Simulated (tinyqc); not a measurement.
Comparisons within one model: hole subbands of a hard-walled well, four-band Luttinger model. A value that a table varies takes the place of the one given here.

Hole energies are counted downwards from the unstrained band edge, c = hbar^2/2m0. After the usual block transformation one block is H = [[P + Q - Zs, R - i S], [R + i S, P - Q + Zs]] in (heavy, light), with P +/- Q = c [(g1 +/- g2) k^2 + (g1 -/+ 2 g2) kz^2], R = sqrt(3) c gR k^2, S = 2 sqrt(3) c g3 k kz, kz = -i d/dz; axial approximation gR = (g2 + g3)/2. Zs = b (e_par - e_perp) is the shear part of the strain (the hydrostatic part shifts all levels alike and is left out). Basis sqrt(2/L) sin(n pi z/L), n = 1 to N, for each component: kz^2 gives (n pi/L)^2 and the heavy-light block is R delta_nm - 2 sqrt(3) c g3 k D_nm with D_nm = 4 n m/(L (n^2 - m^2)) for n + m odd, 0 otherwise. The other block has the same levels. The split-off band is left out, a severe simplification for a spin-orbit splitting near 0.04 eV.

Constants: hbar^2/2m0 = 3.80998211 eV angstrom^2.

Values chosen for the exercise (near those of Si; the results hold for these values, not for the real material):

| symbol | value | unit | meaning |
|---|---|---|---|
| g1 | 4.29 |  | Luttinger gamma1 |
| g2 | 0.34 |  | gamma2 |
| g3 | 1.45 |  | gamma3 |
| L | 85 | angstrom | well width along [001] |
| k | 0.0398 | 1/angstrom | wave vector in the plane |
| Zlist | (-0.0146, -0.0125, -0.006, -0.0029, 0, 0.0068, 0.0154) | eV | shear strain energies (negative: tension in the plane, for b < 0) |

## Which coupling does what

shear strain energy Zs = 0.031299 eV
N = 20, at the given k. Diagonal: R = S = 0. Along [100] and [110] gR is g2 and g3 instead of their mean.

Hole energies (meV):

| model | E1 | E2 | E3 | E4 |
|---|---|---|---|---|
| diagonal | 15.43 | 71.80 | 81.00 | 158.60 |
| R alone | 14.12 | 70.80 | 82.31 | 159.60 |
| S alone | 11.04 | 46.81 | 95.70 | 115.44 |
| axial | 9.79 | 46.57 | 96.31 | 115.48 |
| [100] | 10.85 | 46.77 | 95.78 | 115.44 |
| [110] | 7.86 | 46.09 | 97.33 | 115.50 |

The couplings move E1 by -5.64 meV: R alone by -1.31, S alone by -4.40, so S matters more at k L/pi = 1.08 (R grows as k^2 and joins equal n, S as k and joins n of opposite parity). Warping spreads E1 by 2.99 meV between [100] and [110], the hole being heavier along [110]; the axial value lies between them.

## Strain

N = 20. dE is the rise of the top subband from k = 0 to k1 = pi/(4L), m1 = c k1^2/dE (dash if dE is not positive), and the heavy weight is taken at k = pi/L.

Top subband:

| Zs (eV) | HH1 (meV) | LH1 (meV) | dE (meV) | heavy weight | m1 (m0) |
|---|---|---|---|---|---|
| -0.0146 | 33.4 | 11.3 | 0.862 | 0.125 | 0.377 |
| -0.0125 | 31.3 | 13.4 | 0.837 | 0.147 | 0.389 |
| -0.0060 | 24.8 | 19.9 | 0.717 | 0.279 | 0.454 |
| -0.0029 | 21.7 | 23.0 | 0.875 | 0.402 | 0.372 |
| 0.0000 | 18.8 | 25.9 | 1.088 | 0.551 | 0.299 |
| 0.0068 | 12.0 | 32.7 | 1.164 | 0.811 | 0.280 |
| 0.0154 | 3.4 | 41.3 | 1.217 | 0.914 | 0.267 |

HH1 and LH1 cross at Zs = -2 c g2 (pi/L)^2 = -0.0035 eV; for more negative Zs the light hole is on top. Among the rows with HH1 on top, m1 goes from 0.372 to 0.267 m0 as the splitting widens from 1 to 38 meV, against the unmixed 1/(g1 + g2) = 0.216: compression lightens the holes here. m1 describes the neighbourhood of k = 0 only; where HH1 and LH1 lie close, the band may peak further out.

Run: tinyqc, `OMP_NUM_THREADS=1 python tinyqc.py 1252437 1252438 out.jsonl`; Intel(R) Xeon(R) Processor @ 2.30GHz, one thread, shared host; about 0.07 s of CPU time with all checks.
